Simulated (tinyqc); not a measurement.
Scattering of inversion-layer electrons by surface optical phonons of the gate insulator (remote phonon scattering): one step, computed by the program tinyqc. Command: `OMP_NUM_THREADS=1 python tinyqc.py 3112216 3112217 out.jsonl sophonon walk`. One thread of a shared host (Intel(R) Xeon(R) Processor @ 2.30GHz), about 0.02 s of CPU time with the checks.

One subband with the Fang-Howard envelope; insulator and channel are half-spaces, the gate is far away, and an interlayer only moves the polar surface away by t (its own modes and its permittivity contrast are left out).

Question. Surface modes and strengths. eps(w) = eps_inf + (eps_0s - eps_i) w1^2/(w1^2 - w^2) + (eps_i - eps_inf) w2^2/(w2^2 - w^2). Surface modes solve eps(w) + eps_s = 0, a quadratic in w^2; the strength of a mode is g = 2/(w d eps/dw). Occupation N = 1/(exp(hbar w/(k_B T)) - 1).

Inputs (values chosen for the exercise, modelled on Al2O3 on In0.53Ga0.47As): static constant of the insulator eps_0s = 12.6; intermediate constant eps_i = 7.15; optical constant eps_inf = 3.17; hbar omega_TO1 = 47.5 meV; hbar omega_TO2 = 72.5 meV; constant of the channel eps_s = 13.9; temperature T = 300 K.

Constants: k_B = 8.617333262e-05 eV/K.

Give: hbar omega_SO; strengths g; occupations N; hbar omega g (2 N + 1).

Answer.

hbar omega_SO (meV): 1 52.35, 2 81.96

strengths g: 1 0.00655, 2 0.01430

occupations N: 1 0.1521, 2 0.0438

hbar omega g (2 N + 1) (meV): 1 0.447, 2 1.275

The lower mode has the larger hbar omega g N, the prefactor of absorption before the dependence on q: 0.0521 and 0.0514 meV.
